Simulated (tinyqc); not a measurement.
# Worked calculation: memristor with linear dopant drift, Biolek window

Program tinyqc, `OMP_NUM_THREADS=1 python tinyqc.py 2880009 2880010 out.jsonl`; Intel Xeon 2.30GHz, shared host, one thread, about 0.2 s. Printed values are rounded.

A film of thickness D has a doped share x: R = Ron x + Roff (1 - x), i = v/R, dx/dt = k i F with k = mv Ron/D^2 and F = 1 - x^(2 p) for i >= 0 and 1 - (x - 1)^(2 p) for i < 0. The drive is v = V0 sin(2 pi f t). The model has no threshold and no heating.

Parameters, values chosen for the exercise: resistance of the fully doped film Ron = 500 ohm; resistance of the undoped film Roff = 40000 ohm; film thickness D = 10 nm; dopant mobility mv = 2.4e-14 m^2/(V s); doped share at t = 0 x0 = 0.31; amplitude V0 = 0.7 V; window exponent p = 2; frequency f = 4 Hz.

## Rate constant, charge and flux scales

k = mv Ron/D^2; R0 = R(x0); without a window the film fills (x = 1) after the charge (1 - x0)/k and the flux (R0^2 - Ron^2)/(2 k (Roff - Ron)); half a period supplies the flux V0/(pi f).

k = 1.2e5 1/C
R0 = 27755.0 ohm
charge to fill = 5.75 uC
flux to fill = 0.0812331 V s
flux of half a period = 0.0557042 V s

Half a period supplies 68.6 % of the flux to fill.

## Step 1: one Runge-Kutta step

x at step 0 = 0.31
j = 0

Step h = 1/(16 f), from t = j h. With g(t, x) = dx/dt: k1 = g(t, x), k2 = g(t + h/2, x + h k1/2), k3 = g(t + h/2, x + h k2/2), k4 = g(t + h, x + h k3), x(new) = x + h (k1 + 2 k2 + 2 k3 + k4)/6.

k1..k4 (1/s): [0.00000, 0.58498, 0.58848, 1.16136]
x at step 1 = 0.319136

## Step 2: one Runge-Kutta step

j = 1

As before.

k1..k4 (1/s): [1.16127, 1.70612, 1.71574, 2.22312]
x at step 2 = 0.345772

## Step 3: one Runge-Kutta step

j = 2

As before.

k1..k4 (1/s): [2.22261, 2.67495, 2.68771, 3.07299]
x at step 3 = 0.387493

## One period

The 16 Runge-Kutta steps against a converged integration; i uses the converged x.

One period:
```
j     v (V)  x, coarse steps  x, converged  i (uA)
0    0.0000           0.3100        0.3100    0.00
1    0.2679           0.3191        0.3191    9.78
2    0.4950           0.3458        0.3458   18.79
3    0.6467           0.3875        0.3875   26.19
4    0.7000           0.4400        0.4400   30.94
5    0.6467           0.4966        0.4966   31.72
6    0.4950           0.5484        0.5484   26.99
7    0.2679           0.5853        0.5853   15.87
8    0.0000           0.5987        0.5987    0.00
9   -0.2679           0.5839        0.5839  -15.82
10  -0.4950           0.5444        0.5444  -26.76
11  -0.6467           0.4919        0.4920  -31.44
12  -0.7000           0.4377        0.4377  -30.82
13  -0.6467           0.3901        0.3901  -26.30
14  -0.4950           0.3539        0.3539  -19.02
15  -0.2679           0.3317        0.3317   -9.96
16   0.0000           0.3242        0.3242    0.00
```

The current vanishes with the voltage (pinched loop). At the same voltage, j = 2 and 6, it is 18.8 uA on the way up and 27.0 uA on the way down. x peaks at 0.5987 at half period and ends at 0.3242, not at its starting value: this window differs for the two directions of the current. The coarse steps miss by at most 3.8e-6.
